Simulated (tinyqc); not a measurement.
Gated graphene, quantum capacitance: two steps of the calculation.

phi is the Fermi level above the Dirac point, in volts; Vg is counted from the gate voltage of charge neutrality. Ideal linear bands, no charge puddles.

Parameters, values chosen for the exercise; values close to those of graphene:
- T = 300 K (temperature)
- eox = 8.91 (relative permittivity of the gate insulator (close to aluminium oxide))
- tox = 3.9 nm (insulator thickness)
- vF = 9.88e5 m/s (Fermi velocity)
- Dit = 0 cm^-2 eV^-1 (density of traps)
- Vg = 0.91 V (gate voltage)

Constants: q = 1.602176634e-19 C, kB = 1.380649e-23 J/K, hbar = 1.054571817e-34 J s, Vt = kB T/q, eps0 = 8.8541878128e-14 F/cm where lengths are in cm. Results are converted to the units shown.

Problem 1. Gate capacitance. Cox = eps0 eox/tox.

Wanted: Cox.

Solution 1.

Cox = 2.023 uF/cm^2

Problem 2. New phi. N0 = (2/pi)(kB T/(hbar vF))^2; n = N0 F1(phi/Vt), p = N0 F1(-phi/Vt), F1(e) = int_0^infinity u du/(1 + exp(u - e)) = -Li2(-exp(e)); Cq = q d(n - p)/dphi = (q N0/Vt) ln[2 (1 + cosh(phi/Vt))]. Newton: f = phi + q (n - p + Dit phi)/Cox - Vg, phi(new) = phi - f/(1 + (Cq + q Dit)/Cox).

phi at the start = 0.91 V
Cox = 2.0228414 uF/cm^2

Wanted: n; p; Cq; f; phi after iteration 1.

Solution 2.

n = 6.2494e13 cm^-2
p = 5.1915e-5 cm^-2
Cq = 21.948 uF/cm^2
f = 4.9498 V
phi after iteration 1 = 0.49229 V

Computed by the program tinyqc: `OMP_NUM_THREADS=1 python tinyqc.py 2200136 2200137 out.jsonl`, one thread of a shared Intel Xeon 2.30GHz, about 0.01 s for the whole run.
